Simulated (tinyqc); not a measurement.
Charge-trap memory cell: one step of the calculation.

Channel, tunnel oxide, storage layer, blocking layer, gate. N electrons per area sit in a sheet at the centroid and shift the threshold by U = (q/eps0) N (tb/eb + xc tn/en). EOT = t1 + 3.9 (tn/en + tb/eb); tunnel field F = (Vg - U)/EOT; dN/dt = eta (J/q)(1 - N/Nm). Fowler-Nordheim: J = A F^2 exp(-B/F), A = q^2/(16 pi^2 hbar mo phi) (times 1e14 for A/cm^2 with F in V/nm, emitter mass m0), B = (4/3) sqrt(mo/C) phi^1.5, C = hbar^2/(2 m0).

Question. Midpoint steps of growing length. N(half) = N + (d/2) r(N), N(new) = N + d r(N(half)), r = dN/dt; the step starts at d0 and is multiplied by gr each time. Field in the blocking layer (3.9 F + q N/eps0)/eb.

Values chosen for this exercise; oxide values close to those of silicon dioxide, storage layer close to silicon nitride, blocking layer close to silicon dioxide:
- phi = 3.1 eV (tunnel barrier)
- mo = 0.46 m0 (tunnelling mass)
- t1 = 4.3 nm (tunnel oxide (permittivity 3.9))
- tn = 7.3 nm (storage layer)
- en = 7.4 (its relative permittivity)
- tb = 6.3 nm (blocking layer)
- eb = 3.9 (its relative permittivity)
- xc = 0.38 (charge centroid, share of tn counted from the blocking side)
- eta = 0.77 (capture efficiency of an empty layer)
- Nm = 7.1e12 cm^-2 (trap density)
- Vg = 15.9 V (gate voltage less flat band and surface potential)
- d0 = 2.1e-6 s (first time step)
- gr = 2 (growth of the step)
- n = 11 (steps)

Constants: q = 1.602176634e-19 C, hbar = 1.054571817e-34 J s, m0 = 9.1093837015e-31 kg, eps0 = 8.8541878128e-14 F/cm where lengths are in cm, hbar^2/(2 m0) = 0.0380998212 eV nm^2. Results are converted to the units shown.

Find: t; N; U; F; blocking field.

Answer.

```
step     t (s)  N (cm^-2)  U (V)  F (V/nm)  blocking field (V/nm)
0            0          0  0.000     1.101                  1.101
1     2.100e-6   1.321e11  0.048     1.097                  1.103
2     6.300e-6   3.630e11  0.131     1.092                  1.108
3     1.470e-5   7.295e11  0.263     1.082                  1.116
4     3.150e-5   1.242e12  0.447     1.070                  1.127
5     6.510e-5   1.871e12  0.674     1.054                  1.141
6     1.323e-4   2.564e12  0.924     1.037                  1.156
7     2.667e-4   3.278e12  1.180     1.019                  1.171
8     5.355e-4   3.977e12  1.432     1.001                  1.186
9     0.001073   4.639e12  1.671     0.985                  1.200
10    0.002148   5.243e12  1.888     0.970                  1.213
11    0.004299   5.768e12  2.077     0.957                  1.224
```

Range of the model: The Fowler-Nordheim form needs F t1 above phi; trap-assisted paths and leakage through the blocking layer are left out.

Program tinyqc, `OMP_NUM_THREADS=1 python tinyqc.py 2130070 2130071 out.jsonl`; Intel Xeon 2.30GHz, shared host, one thread, about 0.01 s.
